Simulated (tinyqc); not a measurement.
Length offset and series resistance from crossing lines.

Question. R_total = Rs + k (L - dL)/Vo with constant Rs, dL and k. Find k, dL and Rs.

R_total at (L, Vo) = (50, 0.3), (100, 0.3), (50, 0.74) and (100, 0.74), L in nm and Vo in V (ohm um): 565  1065  294.45946  497.16216

Solution. At each overdrive R is a straight line in L with slope k/Vo; the two lines cross at L = dL, R = Rs.

k = 3.00 ohm um V/nm
dL = 4.50 nm
Rs = 110 ohm um

Numbers from tinyqc (`OMP_NUM_THREADS=1 python tinyqc.py 2282036 2282037 out.jsonl`; about 0.05 s on one thread of a shared Intel Xeon 2.30GHz).
